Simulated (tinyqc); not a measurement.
# MESFET, gradual channel with velocity saturation: what changes with what

A uniformly doped n-type channel, depleted from the top by a Schottky gate; at channel potential V the depleted share of a is u = sqrt((Vbi - Vg + V)/Vp), s at the source. Electrons drift with v = mu E/(1 + mu E/vsat). Abrupt depletion edge, no series resistance, source at 0.

Inputs (values chosen for the exercise); material values those of a made-up semiconductor: temperature T = 293 K; relative permittivity of the semiconductor eps_r = 10; conduction-band density of states at T Nc = 4.03e17 cm^-3; donor density of the channel Nd = 9.5e16 cm^-3; channel thickness a = 170 nm; low-field mobility at this doping mu = 4000 cm^2/(V s); saturation velocity vsat = 1.1e7 cm/s; gate length L = 5 um; gate width W = 200 um; Schottky barrier phiB = 0.65 V; gate voltage Vg = -0.8 V.

Constants: q = 1.602176634e-19 C, kB = 1.380649e-23 J/K, Vt = kB T/q, eps0 = 8.8541878128e-14 F/cm where lengths are in cm. Results are converted to the units shown.

Each table varies one quantity; the others keep the values above.

## Effect of the saturation velocity on saturation

Vbi = phiB - Vt ln(Nc/Nd); Vp = q Nd a^2/(2 eps0 eps_r); G0 = q mu Nd a W/L; Z = mu Vp/(vsat L); s = sqrt((Vbi - Vg)/Vp). I = (G0 Vp/3) F/(1 + Z (u^2 - s^2)), F = 3 (u^2 - s^2) - 2 (u^3 - s^3), with u at V = Vd; Z = 0 gives constant mobility, for which u stops at 1. The current peaks at u = um, the root of (1 - u)(1 + Z (u^2 - s^2)) = Z F/3; beyond Vdsat = Vp (um^2 - s^2) it is held at that value. gm = G0 (um - s)/(1 + Z (um^2 - s^2)).

The same in every row: Isat for Z = 0 (mA) = 5.1894.

Effect of the saturation velocity on saturation:
```
vsat (cm/s)        Z       um  Vdsat (V)  Isat (mA)  gm (mS)
3e6           6.6240  0.89500    0.57625     1.6301   2.2955
4.8e6         4.1400  0.91437    0.66331     2.1270   3.1465
7.7e6         2.5808  0.93298    0.74869     2.6707   4.1596
1.2e7         1.6560  0.94874    0.82237     3.1832   5.1980
2e7          0.99360  0.96400    0.89488     3.7257   6.3917
3.1e7        0.64103  0.97433    0.94458     4.1187   7.3222
5e7          0.39744  0.98278    0.98567     4.4564   8.1686
```

What does the table show?

As vsat goes from 3e6 to 5e7 cm/s, Vdsat rises from 0.576 to 0.986 V, Isat rises from 1.63 to 4.46 mA and gm rises from 2.30 to 8.17 mS. Isat is 0.314 of the constant-mobility value in the first row and 0.859 in the last.

## Effect of the channel thickness on saturation

Same model as above.

Effect of the channel thickness on saturation:
```
a (nm)      Z      um  Vdsat (V)  Isat (mA)  Isat for Z = 0 (mA)  gm (mS)
160     1.600  0.9639     0.6308      1.935                2.931    4.338
190     2.257  0.9079      1.144      5.862                11.88    5.883
230     3.307  0.8348      1.755      12.72                35.15    6.821
280     4.901  0.7565      2.443      22.83                86.21    7.331
340     7.226  0.6810      3.194      36.32                186.6    7.570
```

Read the table: what changes, and by how much?

As a goes from 160 to 340 nm, Vdsat rises from 0.631 to 3.19 V, Isat rises from 1.93 to 36.3 mA and gm rises from 4.34 to 7.57 mS. Isat is 0.660 of the constant-mobility value in the first row and 0.195 in the last.

## Effect of the donor density of the channel on saturation

Same model as above.

Effect of the donor density of the channel on saturation:
```
Nd (cm^-3)       Z       um  Vdsat (V)  Isat (mA)  Isat for Z = 0 (mA)  gm (mS)
6.4e16      1.2170  0.99315    0.24704    0.26281              0.31221   1.8283
8.6e16      1.6354  0.96062    0.66406     2.0294               3.1368   4.2580
1.2e17      2.2820  0.90638     1.1583     6.7315               13.750   6.6361
1.6e17      3.0426  0.85238     1.6129     14.153               36.486   8.6126
2.1e17      3.9934  0.79896     2.0715     25.298               81.001   10.515
2.8e17      5.3246  0.74219     2.5921     43.255               173.97   12.627
```

Read the table: what changes, and by how much?

As Nd goes from 6.4e16 to 2.8e17 cm^-3, Vdsat rises from 0.247 to 2.59 V, Isat rises from 0.263 to 43.3 mA and gm rises from 1.83 to 12.6 mS. Isat is 0.842 of the constant-mobility value in the first row and 0.249 in the last. At Nd = 6.4e16 cm^-3 the open channel at the source, (1 - s) a, is under two Debye lengths, so the abrupt edge is rough. For Nd = 1.6e17 to 2.8e17 cm^-3 Nd is not small against Nc, so the Boltzmann form of Vbi is rough.

Numbers from tinyqc (`OMP_NUM_THREADS=1 python tinyqc.py 2500061 2500062 out.jsonl`; about 0.04 s on one thread of a shared Intel Xeon 2.30GHz).
